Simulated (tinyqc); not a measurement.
# Hydrogen passivation of interface dangling bonds: competing passivation and dissociation with distributed barriers, step by step

A worked calculation. Computed by tinyqc, a small Python program that keeps every step. Command: `OMP_NUM_THREADS=1 python tinyqc.py 3012995 3012996 out.jsonl passiv walk`. One thread of a shared host (Intel(R) Xeon(R) Processor @ 2.30GHz), about 0.01 s of CPU time with the checks. Intermediate numbers are printed to about 6 digits and carried at full precision; extremes and crossings named in words are read from the listed rows.

P_b + H2 gives P_bH + H at the rate k_f [H2]; P_bH gives P_b + H at the rate k_d. All defects start unpassivated. E_f and E_d are Gaussian and independent.

Inputs (values chosen for the exercise, close to those used for P_b centres at the silicon-oxide interface):

| quantity | value | unit |
|---|---|---|
| defect density N0 | 1.6e+12 | 1/cm^2 |
| passivation prefactor k_f0 | 8.3e-08 | cm^3/s |
| mean passivation barrier E_f | 1.56 | eV |
| spread sigma_f | 0.1 | eV |
| dissociation prefactor k_d0 | 1.5e+13 | 1/s |
| mean dissociation barrier E_d | 2.58 | eV |
| spread sigma_d | 0.11 | eV |
| H2 in the oxide per atm, solubility factor | 5.4e+17 | 1/(cm^3 atm) |
| hydrogen pressure p | 0.1 | atm |
| anneal temperature T | 250 | C |
| anneal time t | 94 | s |
| oxide thickness | 6.9 | nm |

Constants: k_B = 8.617333262e-05 eV/K; e = 1.602176634e-19 C; eps_0 = 8.8541878128e-12 F/m.

## Single barriers

[H2] = solubility factor x p; a = k_f0 [H2] exp(-E_f/(k_B T)), d = k_d0 exp(-E_d/(k_B T)). For one pair of barriers the active share is y = [d + a exp(-(a + d) t)]/(a + d). Temperatures in kelvin are T(C) + 273.15.

passivation rate a = 4.19927e-06 1/s

dissociation rate d = 2.09700e-12 1/s

a t = 3.94732e-04

steady active share d/(a + d) = 4.99372e-07

active share, single barriers = 0.999605

The anneal is too short or cold to finish.

## Distributed barriers

Average y over both Gaussians with 40 x 40 Gauss-Hermite points. Active density N0 y; threshold shift if each active defect holds one charge, e N0 y t_ox/(3.9 eps_0).

active share y = 0.995887

active density = 1.59342e+12 1/cm^2

threshold shift = 510.124 mV

The spread changes the remainder by a factor 0.996: sigma_f/(k_B T) = 2.22 and sigma_d/(k_B T) = 2.44.

## Best anneal temperature for this time and pressure

Minimise the averaged y over T between 150 and 900 C: find where ln y is equal at T - 0.05 and T + 0.05 C; T is rounded to 0.1 C.

best temperature = 534.3 C

least active share = 0.0125868

Caution: atomic hydrogen, which both passivates and depassivates, and further passivation during cooling are left out.

## Isochronal anneals

The formulas are those given above.

Active share after the time t:

| T (C) | a (1/s) | d (1/s) | single barriers | distributed |
|---|---|---|---|---|
| 200 | 1.08408e-07 | 4.95572e-15 | 9.99990e-01 | 0.999799 |
| 250 | 4.19927e-06 | 2.09700e-12 | 9.99605e-01 | 0.995887 |
| 300 | 8.59411e-05 | 3.08912e-10 | 9.91954e-01 | 0.957645 |
| 350 | 1.08353e-03 | 2.04232e-08 | 9.03164e-01 | 0.782520 |
| 400 | 9.37506e-03 | 7.24434e-07 | 4.14280e-01 | 0.428347 |
| 450 | 6.01890e-02 | 1.56874e-05 | 3.74482e-03 | 0.125390 |
| 500 | 3.03817e-01 | 2.28224e-04 | 7.50626e-04 | 0.021762 |
| 600 | 4.43843e+00 | 1.92513e-02 | 4.31868e-03 | 0.022029 |
| 700 | 3.73678e+01 | 6.52695e-01 | 1.71669e-02 | 0.054090 |
| 800 | 2.11507e+02 | 1.14755e+01 | 5.14637e-02 | 0.109849 |

The distributed share is least at 500 C among these rows, 0.022, and the search puts the optimum at 534.3 C. On the cold side defects with high E_f survive; on the hot side dissociation, with the larger barrier, gains on passivation with an energy E_d - E_f = 1.02 eV. In that row single barriers give 7.5e-4, so the spread raises the floor.

Checks made by the program: Gauss-Hermite average against a fine uniform grid (relative difference 1e-08).
